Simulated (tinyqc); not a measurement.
# Coupling ratio and rate constant from the late transient

Problem. Long after the knee a floating-gate cell follows U = Vg - (tox/ag) B/ln(K t). Find K and ag.

Parameters, values chosen for the exercise: tunnel oxide thickness tox = 6.4 nm; control-gate voltage Vg = 9.7 V.

U at t = 0.0003 and 0.03 s (V): [1.2475378, 2.5594653]
B = 22.841201 V/nm

Answer. 1/(Vg - U) is linear in ln t; the ratio of the two values gives ln(K t_a), and either value gives ag.

K = 2.56e14 1/s
ag = 0.690

tinyqc, about 0.01 s, one thread, Intel Xeon 2.30GHz (shared host): `OMP_NUM_THREADS=1 python tinyqc.py 2130035 2130036 out.jsonl`
